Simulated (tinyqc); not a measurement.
# Narrowing from the saturation current

Question. A uniform n-type emitter has J0 = (q p0 D/L)(s + tanh(W/L))/(1 + s tanh(W/L)), D = mup Vt, s = S L/D, and p0 = (ni^2/N) exp(dE_app/kB T), where dE_app = dEg + kB T ln[(N/Nc) exp(-eta)]. Find p0, dE_app and dEg.

Parameters, values chosen for the exercise; band and dielectric values close to those of silicon: temperature T = 350 K; conduction-band density of states at 350 K Nc = 3.5e19 cm^-3; ionised donor density N = 6.6e18 cm^-3; minority-hole mobility mup = 180 cm^2/(V s); emitter width W = 140 nm; recombination velocity at the contact S = 14000 cm/s.

Constants: q = 1.602176634e-19 C, kB = 1.380649e-23 J/K, Vt = kB T/q. Results are converted to the units shown.

J0 = 3.4189689e5 fA/cm^2
L = 5937.8634 nm
ni = 4.0830109e11 cm^-3
converged eta = -1.6017834

Solution. J0 gives p0, its ratio to ni^2/N gives dE_app, and the degeneracy term is taken off.

p0 = 1.555e5 cm^-3
dE_app = 54.82 meV
dEg = 56.83 meV

tinyqc, about 0.01 s, one thread, Intel Xeon 2.30GHz (shared host): `OMP_NUM_THREADS=1 python tinyqc.py 2330067 2330068 out.jsonl`
